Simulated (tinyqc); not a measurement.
Surface photovoltage measurement of the minority-carrier diffusion length in a wafer: one step, computed by the program tinyqc.

Low injection, steady light, a depletion layer much thinner than 1/alpha and L. The excess density dn is taken at the front edge of the neutral region; light that reaches the back is lost.

Question. The linear plot. alpha = (84.732/lambda - 76.417)^2 per cm with lambda in micrometre (an empirical fit for silicon between 0.7 and 1.05 micrometre). Thick wafer: dn = Phi L/((S_f + D/L)(L + 1/alpha)). Finite wafer, with s = S_b L/D, w = W/L, a = alpha L: dn = [Phi a/(a^2 - 1)] [a - B - exp(-alpha W)(a - s)/(cosh w + s sinh w)]/(S_f + B D/L), B = (sinh w + s cosh w)/(cosh w + s sinh w). Readings y = (Phi/dn) (1 + noise x g) at 780, 830, 880, 920, 950, 975 and 995 nm; a least-squares line y = c (1/alpha + L_app) gives L_app = intercept/slope.

Inputs (values chosen for the exercise, modelled on p-type silicon at room temperature):
```
quantity,value,unit
diffusion length L,130,micrometre
wafer thickness W,775,micrometre
diffusivity D,24.9,cm^2/s
front recombination velocity S_f,880,cm/s
back recombination velocity S_b,7800,cm/s
photon flux entering,4.1e+12,1/(cm^2 s)
relative noise of each reading,0,%
```

normal deviates g for the noise: [-0.20, 0.38, 0.03, 0.81, 0.82, -0.26, -0.71]

Give: the table «Readings» with the columns 1/alpha (micrometre), y (cm/s), line (cm/s), for lambda (nm) = 780, 830, 880, 920, 950, 975, 995; slope; apparent length L_app; error of L_app (rounded to 0.001).

Answer.

Readings:
```
lambda (nm),1/alpha (micrometre),y (cm/s),line (cm/s)
780,9.6,3003,3003
830,15.2,3122,3122
880,25.3,3340,3340
920,40.7,3670,3670
950,61.3,4113,4113
975,90.9,4750,4751
995,130.9,5610,5610
```

slope = 21.51 cm/(s micrometre)

apparent length L_app = 130.0 micrometre

error of L_app (rounded to 0.001) = -0.012 %

At W/L = 6.0 the finite thickness shifts L_app by less than 0.05 %. S_f scales all readings alike and leaves L_app unchanged.
